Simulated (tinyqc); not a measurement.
## Abrupt p-n junction, non-linear Poisson equation by Newton steps: starts and damping rules compared

One dimension, p side on the left, n side on the right; net doping C = -Na for x < 0 and +Nd for x > 0. The potential psi is counted from the intrinsic level, and the quasi-Fermi potentials are flat: 0 for holes and -V for electrons, so n = ni exp((psi + V)/Vt) and p = ni exp(-psi/Vt) (Boltzmann statistics, full ionisation, no current).

a_i = eps0 eps_r/h_i for the interval from node i to i + 1, with h_i = x_(i+1) - x_i in cm.

n_i = ni exp((psi_i + V)/Vt), p_i = ni exp(-psi_i/Vt), rho_i = p_i - n_i + C_i, g_i = (n_i + p_i)/Vt. Box widths w_i = (h_(i-1) + h_i)/2 in cm. Residual F_i = a_i (psi_(i+1) - psi_i) - a_(i-1) (psi_i - psi_(i-1)) + q rho_i w_i; Jacobian: a_(i-1) and a_i beside the diagonal, b_i = -a_(i-1) - a_i - q g_i w_i on it. The two end nodes are fixed.

Iterations until the largest undamped |d| is below 1e-9 V (the last, tiny step is counted), with a cap of 100; "overflow" would mean that an exponential left the range of double precision. Starts:
- neutral: psi_p = -Vt ln(Na/ni) on nodes with x < 0 and psi_n = Vt ln(Nd/ni) - V on the others.
- depletion: The parabolas of an abrupt Na-Nd junction in the depletion approximation: psi_p + q Na (x + xp)^2/(2 eps0 eps_r) for -xp < x < 0, psi_n - q Nd (xn - x)^2/(2 eps0 eps_r) for 0 < x < xn, flat outside, with W = sqrt(2 eps0 eps_r (psi_n - psi_p)(1/Na + 1/Nd)/q), xp = W Nd/(Na + Nd), xn = W Na/(Na + Nd), psi_p = -Vt ln(Na/ni), psi_n = Vt ln(Nd/ni) - V.
- linear: A straight line in x from psi_p = -Vt ln(Na/ni) at the first node to psi_n = Vt ln(Nd/ni) - V at the last.

Rules for the step d, which solves the tridiagonal system a_(i-1) d_(i-1) + b_i d_i + a_i d_(i+1) = -F_i:
- full Newton steps: the full step is added.
- logarithmic damping: each component d is damped to sign(d) Vt ln(1 + |d|/Vt) before it is added.
- steps capped at 4 Vt: if the largest |d| exceeds 4 Vt, the whole step is scaled down so that it equals 4 Vt.
- halved steps: half of the step is added while the largest |d| exceeds 1.5 Vt, the full step after that.

Values chosen for this exercise; band and dielectric values close to those of gallium phosphide:
- T = 400 K (temperature)
- Eg = 2.3 eV (band gap)
- eps_r = 11.2 (relative permittivity)
- Nc = 2.74e19 cm^-3 (conduction-band density of states at T)
- Nv = 2.93e19 cm^-3 (valence-band density of states at T)
- Na = 1.8e17 cm^-3 (acceptor density of the p side)
- Nd = 6e16 cm^-3 (donor density of the n side)
- V = 0.89 V (bias of the p side against the n side)

Constants: q = 1.602176634e-19 C, kB = 1.380649e-23 J/K, Vt = kB T/q, eps0 = 8.8541878128e-14 F/cm where lengths are in cm. Results are converted to the units shown.

```
node	x (nm)	net doping C (cm^-3)
0	-139	-1.8e17
1	-104	-1.8e17
2	-74.2	-1.8e17
3	-48.6	-1.8e17
4	-26.7	-1.8e17
5	-8	-1.8e17
6	8	6e16
7	36	6e16
8	85	6e16
9	171	6e16
10	321	6e16
```

ni = 91822.0 cm^-3

Iterations needed:
```
	full Newton steps	logarithmic damping	steps capped at 4 Vt	halved steps
neutral	7	14	9	10
depletion	5	6	5	5
linear	31	10	9	14
```

The fewest iterations, 5, are needed by full Newton steps from the depletion start and steps capped at 4 Vt from the depletion start and halved steps from the depletion start. Every pairing converges. Lowest count for the worst start: steps capped at 4 Vt, at most 9 iterations.

Program tinyqc, `OMP_NUM_THREADS=1 python tinyqc.py 2000034 2000035 out.jsonl`; Intel Xeon 2.30GHz, shared host, one thread, about 0.03 s.
